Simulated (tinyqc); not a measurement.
Speciation in dilute and buffered hydrofluoric acid, oxide etch rate and bath loading: one step, computed by the program tinyqc.

Concentrations stand for activities, NH4+ and Cl- are spectators, and water ionisation is neglected. H, F and HF2 denote the ions H+, F- and HF2-. The base temperature is 298 K.

Problem. Etch rate. Rate = k_a ([HF] + 2 [H2F2]) + k_b [HF2], an empirical two-term form. Time = oxide/rate; a temperature error changes the rate by exp((E_a/k_B)(1/298 - 1/(298 + error))) - 1.

Inputs (values chosen for the exercise, of the order of those for thermal oxide at room temperature): NH4F added = 1.4 mol/L; HCl added = 0 mol/L; rate constant of neutral HF k_a = 9.5 nm L/(min mol); rate constant of HF2 k_b = 51 nm L/(min mol); activation energy = 0.38 eV; temperature error = 2.6 K; oxide removed per wafer = 1.1 nm.

[HF] = 0.3976070 mol/L

[H2F2] = 0.4110375 mol/L

[HF2] = 0.8798285 mol/L

Constants: k_B = 8.617333262e-05 eV/K.

Give: etch rate; share of HF2 in the rate; etch time; rate change from the temperature error.

Solution.

etch rate = 56.46 nm/min

share of HF2 in the rate = 79.48 %

etch time = 1.169 s

rate change from the temperature error = 13.65 %

Caution: at ionic strengths above about 0.5 mol/L activities differ much from concentrations, so pH and rates are only indicative.
